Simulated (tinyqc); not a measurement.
## Junction parameters from two forward currents

Inverse problem. D(v) = J1 (exp(v/Vt) - 1) + J2 (exp(v/(2 Vt)) - 1). Find J1, J2 and the voltage 2 Vt ln(J2/J1) near which both parts are equal.

Values chosen for this exercise:
- T = 358 K (temperature)

Constants: q = 1.602176634e-19 C, kB = 1.380649e-23 J/K, Vt = kB T/q. Results are converted to the units shown.

junction voltages (V): [0.29, 0.72]
currents (uA/um): [2.8512034e-7, 0.0023549844]

Answer. The current is linear in J1 and J2, so two points give two equations.

J1 = 1.50e-13 uA/um
J2 = 2.60e-9 uA/um
crossover = 0.602 V

Computed by the program tinyqc: `OMP_NUM_THREADS=1 python tinyqc.py 2182136 2182137 out.jsonl`, one thread of a shared Intel Xeon 2.30GHz, about 0.2 s for the whole run.
